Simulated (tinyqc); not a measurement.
What each parameter does: valence-band anticrossing with a localised impurity level.

Host valence band EM(k) = al x - c k^2/mM, c = hbar^2/2m0, coupled to a flat level EI by V = C sqrt(x): H = [[EM, V], [V, EI]], E+/- = (EM + EI)/2 +/- sqrt((EM - EI)^2/4 + V^2). The host weight of a state at E is f = 1/(1 + V^2/(E - EI)^2), and its mass at k = 0 is mM/f. The gap is Eg - E+(0), the conduction edge staying at Eg.

Constants: hbar^2/2m0 = 3.80998211 eV angstrom^2.

Parameters, chosen for this exercise (host near GaAs; not measured data): Eg = 1.54 eV (gap at Gamma to the s-like level); mM = 0.41 m0 (mass of the host band); EI = -0.122 eV (impurity level, from the valence top of the host); C = 1.01 eV (coupling); al = 0.04 eV (linear shift of the host edge); x = 0.011 (impurity fraction).

At k = 0. Each row changes one parameter from the base and keeps the others.

Results:
```
case,E- (eV),E+ (eV),gap (eV),mass (m0)
base,-0.1831,0.0616,1.4784,0.5465
EI = -0.072 eV,-0.1477,0.0762,1.4638,0.6196
al = 0.54 eV,-0.1818,0.0657,1.4743,0.5406
Eg = 1.59 eV,-0.1831,0.0616,1.5284,0.5465
C = 1.1615 eV,-0.1971,0.0756,1.4644,0.5659
x = 0.01265,-0.1898,0.0683,1.4717,0.5561
mM = 0.4715 m0,-0.1831,0.0616,1.4784,0.6285
```

The largest shifts from the base row, up to three for each result and ties (the steps differ in size, so this ranks the rows, not the parameters). E- (eV): EI +0.0354, C -0.0140, x -0.0067; unchanged at the printed digits by Eg and mM. E+ (eV): EI +0.0146, C +0.0140, x +0.0067; unchanged at the printed digits by Eg and mM. gap (eV): Eg +0.0500, EI -0.0146, C -0.0140; unchanged at the printed digits by mM. mass (m0): mM +0.0820, EI +0.0730, C +0.0194; unchanged at the printed digits by Eg.

Computed by tinyqc, a small Python program: `OMP_NUM_THREADS=1 python tinyqc.py 1050159 1050160 out.jsonl` (the numbers bound the seed that draws the inputs); one thread of a shared host (Intel(R) Xeon(R) Processor @ 2.30GHz), about 0.01 s for the whole set of steps.
